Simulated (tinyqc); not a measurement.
Threshold of a short bulk MOSFET: charge sharing, barrier lowering, narrow width: effect of the channel doping.

n-channel device on a p-type body, depletion approximation, full ionisation. Uniform doping N = Na. Vbi from Boltzmann statistics is rough for the degenerate source. Cox = eps0 eox/tox.

ni = sqrt(Nc Nv) exp(-Eg/(2 Vt)), Eg in volts; 2 pB = 2 Vt ln(N/ni); flat band Vfb - Vt ln(N/Na); Wd = sqrt(2 eps0 eps_r (2 pB - Vbs)/(q N)); body term q N Wd/Cox; long-channel VT0 = flat band + 2 pB + body term; Vbi = Vt ln(N Nsd/ni^2); scale length l = sqrt((eps_r/eox) tox Wd). Charge sharing (trapezoid; it ignores Vds): F = (xj/L)(sqrt(1 + 2 Wd/xj) - 1), lowering = body term times F. Barrier lowering: th = exp(-L/(2 l)) + 2 exp(-L/l), lowering = th [2 (Vbi - 2 pB) + Vds], DIBL = th. Narrow width: rise = body term times xw Wd/W. VT by each model = VT0 - lowering + rise. DIBL under 0.001 mV/V is printed as 0. Vfb is held fixed.

Inputs (values chosen for the exercise); band and dielectric values close to those of silicon: temperature T = 300 K; band gap Eg = 1.12 eV; relative permittivity eps_r = 11.7; conduction-band density of states at T Nc = 2.78e19 cm^-3; valence-band density of states at T Nv = 2.65e19 cm^-3; relative permittivity of the gate insulator (close to silicon dioxide) eox = 3.9; insulator thickness tox = 1.4 nm; source and drain doping Nsd = 1e20 cm^-3; flat-band voltage for the doping Na Vfb = -0.83 V; junction depth xj = 120 nm; body-source voltage Vbs = -0.5 V; drain-source voltage Vds = 0.5 V; gate width W = 740 nm; shape factor of the fringing depletion at the width edges xw = 0; channel length L = 170 nm.

Constants: q = 1.602176634e-19 C, kB = 1.380649e-23 J/K, Vt = kB T/q, eps0 = 8.8541878128e-14 F/cm where lengths are in cm. Results are converted to the units shown.

Result of one run:
```
Na (cm^-3)  N (cm^-3)  VT0 (V)    L/l       F  DIBL (mV/V)  VT, charge sharing (V)  VT, barrier lowering (V)
9.8e16       9.800e16  0.08353  7.208  0.5583        28.70                 0.03646                   0.05890
```

What becomes of these results when the channel doping Na is changed from 9.8e16 to 4.8e17 cm^-3, all else the same?

Result of the changed run:
```
Na (cm^-3)  N (cm^-3)  VT0 (V)    L/l       F  DIBL (mV/V)  VT, charge sharing (V)  VT, barrier lowering (V)
4.8e17       4.800e17   0.2736  10.56  0.2993        5.135                  0.2161                    0.2696
```

The whole series:
```
Na (cm^-3)  N (cm^-3)  VT0 (V)    L/l       F  DIBL (mV/V)  VT, charge sharing (V)  VT, barrier lowering (V)
5.8e16       5.800e16  0.03630  6.355  0.6773        45.17               -0.007183                 -0.003693
9.8e16       9.800e16  0.08353  7.208  0.5583        28.70                 0.03646                   0.05890
1.7e17       1.700e17   0.1399  8.229  0.4527        16.87                 0.08913                    0.1259
2.8e17       2.800e17   0.1989  9.278  0.3721        9.854                  0.1448                    0.1910
4.8e17       4.800e17   0.2736  10.56  0.2993        5.135                  0.2161                    0.2696
8.1e17       8.100e17   0.3606  11.98  0.2408        2.513                  0.2998                    0.3587
1.4e18       1.400e18   0.4714  13.67  0.1907        1.076                  0.4076                    0.4707
2.3e18       2.300e18   0.5952  15.41  0.1537       0.4504                  0.5287                    0.5948
```

As Na goes from 5.8e16 to 2.3e18, VT0 rises from 0.0363 to 0.595 V, DIBL falls from 45.2 to 0.450 mV/V, F falls from 0.677 to 0.154 and VT by barrier lowering rises from -0.00369 to 0.595 V. For Na = 5.8e16, 9.8e16 F exceeds 0.5: the shares of source and drain overlap, and the trapezoid formula no longer holds.

Computed by the program tinyqc: `OMP_NUM_THREADS=1 python tinyqc.py 2002076 2002077 out.jsonl`, one thread of a shared Intel Xeon 2.30GHz, about 0.01 s for the whole run.
